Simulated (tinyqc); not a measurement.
Tail absorption against field: Franz-Keldysh effect at a direct gap.

Parabolic bands, vertical transitions, no excitons. For each hole band j: mr = me mj/(me + mj); joint density of states J_j(E) = (mr/c)^(3/2) sqrt(E - Eg)/(2 pi^2), both spins, c = hbar^2/2m0; averaged matrix element |e.p|^2 = m0 Ep/6; alpha_j(E) = 4 pi^2 alpha_f c Ep J_j/(3 nr E) in 1/angstrom (alpha_f the fine-structure constant, listed as alpha among the constants), times 1e8 for 1/cm.

In a field Fd (1 kV/cm = 1e-5 V/angstrom) the electro-optic energy of band j is th = (c (e Fd)^2/mr)^(1/3), and sqrt(E - Eg) in J_j is replaced by pi sqrt(th) [Ai'(b)^2 - b Ai(b)^2] with b = (Eg - E)/th; Ai is the Airy function.

Constants: hbar^2/2m0 = 3.80998211 eV angstrom^2; fine-structure constant alpha = 0.007297352564.

Parameters, chosen for this exercise (near those of GaAs; shifted at random, so the results belong to these values and not to a real crystal): Eg = 1.41 eV (direct gap); me = 0.0692 m0 (electron mass); mhh = 0.509 m0 (heavy-hole mass); mlh = 0.0781 m0 (light-hole mass); Ep = 25 eV (Kane energy); nr = 3.6 (refractive index); det = 60 meV (detuning below the gap).

At E = Eg - det; the field takes the values listed. The last column is the length for 10 dB of loss.

Results:
```
Fd (kV/cm)  th heavy (meV)  b heavy  alpha (1/cm)  length (micrometre)
10                    8.55    7.016      8.19e-08             2.81e+11
20                   13.58    4.420       0.00259             8.89e+06
40                   21.55    2.784         0.764             3.02e+04
60                   28.24    2.125          6.33             3.64e+03
100                  39.69    1.512          41.0                  562
150                  52.01    1.154           117                  196
250                  73.12    0.821           308                 74.8
400                 100.02    0.600           589                 39.1
```

What can be read from this table?

alpha grows by 7.9 decades from 10 to 60 kV/cm and by a factor 1.92 over the last step, where the field grows by 1.6: the exponent (4/3) b^(3/2) goes as 1/Fd, so the gain is steep only while b > 1 (deep in the tail the light-hole pair, with its smaller b, carries most of it), that is up to 150 kV/cm of those listed. Values below about 10 1/cm lie under the Urbach and exciton tails of a real crystal, left out here.

Program tinyqc; command `OMP_NUM_THREADS=1 python tinyqc.py 1682473 1682474 out.jsonl`; about 0.01 s on one thread of a shared Intel(R) Xeon(R) Processor @ 2.30GHz.
